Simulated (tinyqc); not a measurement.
# Changing the density n2

Model: Hall effect and magnetoresistance of several carrier groups with constant relaxation times. Computed by tinyqc, a small Python program. Command: `OMP_NUM_THREADS=1 python tinyqc.py 3018141 3018142 out.jsonl hall2 sweep`. One thread of a shared host (Intel(R) Xeon(R) Processor @ 2.30GHz), about 0.02 s of CPU time with the checks.

Group 1 has charge -e and group 2 charge +e; s_i is that sign. B lies along z; mu B is formed with mu in m^2/(V s).

Inputs (values chosen for the exercise, for a model conductor):
```
quantity,value,unit
density n1,1.7e+16,1/cm^3
mobility mu1,4700,cm^2/(V s)
mobility mu2,1300,cm^2/(V s)
magnetic field B,5.2,T
```

Carriers: electrons and holes. Densities: per volume.

Constants: e = 1.602176634e-19 C.

Method:
- sigma_xx = sum n_i e mu_i/(1 + mu_i^2 B^2); sigma_xy = sum s_i n_i e mu_i^2 B/(1 + mu_i^2 B^2).
- rho_xx = sigma_xx/(sigma_xx^2 + sigma_xy^2); Hall coefficient R_H = sigma_xy/(B (sigma_xx^2 + sigma_xy^2)), with B in V s/cm^2 (1 T = 1e-4 V s/cm^2); magnetoresistance MR = rho_xx(B)/rho_xx(0) - 1. Apparent density 1/(e |R_H|); Hall mobility |R_H|/rho_xx.
- Weak field: R_H(0) = sum s_i n_i mu_i^2/(e (sum n_i mu_i)^2); MR = c B^2 with c = n1 n2 mu1 mu2 (s1 mu1 - s2 mu2)^2/(n1 mu1 + n2 mu2)^2. Strong field: R_H = 1/(e sum s_i n_i); rho_xx saturates at (n1/mu1 + n2/mu2)/(e (sum s_i n_i)^2).

One run for each value:
```
density n2 (1/cm^3),Hall coefficient R_H (cm^3/C),R_H at weak field (cm^3/C),magnetoresistance MR (%),rho_xx (ohm cm)
5.10e+14,-365.71,-3.6030e+02,5.58,0.08180
1.10e+15,-363.72,-3.5260e+02,12.13,0.08605
2.30e+15,-358.57,-3.3761e+02,25.69,0.09464
4.90e+15,-342.42,-3.0799e+02,55.54,0.11253
1.00e+16,-293.63,-2.5936e+02,110.81,0.14163
2.20e+16,-149.43,-1.7939e+02,184.99,0.16394
4.70e+16,1.45,-9.2959e+01,164.06,0.11689
9.90e+16,34.71,-2.9866e+01,89.86,0.05681
2.10e+17,24.04,-1.0339e+00,42.42,0.02519
4.40e+17,12.97,5.4058e+00,19.94,0.01148
```

Over the rows, Hall coefficient R_H (cm^3/C) goes from -366 through a maximum among these rows, 34.7 at 9.90e16, to 13.0; R_H at weak field (cm^3/C) rises from -360 to 5.41; magnetoresistance MR (%) goes from 5.58 through a maximum among these rows, 185 at 2.20e16, to 19.9. The weak-field R_H vanishes at n2 = n1 (mu1/mu2)^2 = 2.22e17, above n1, since each group counts with mu^2; at the given field the sign changes between 2.20e16 and 4.70e16.

Extremes, crossings and ranges named in words are read from the listed rows.
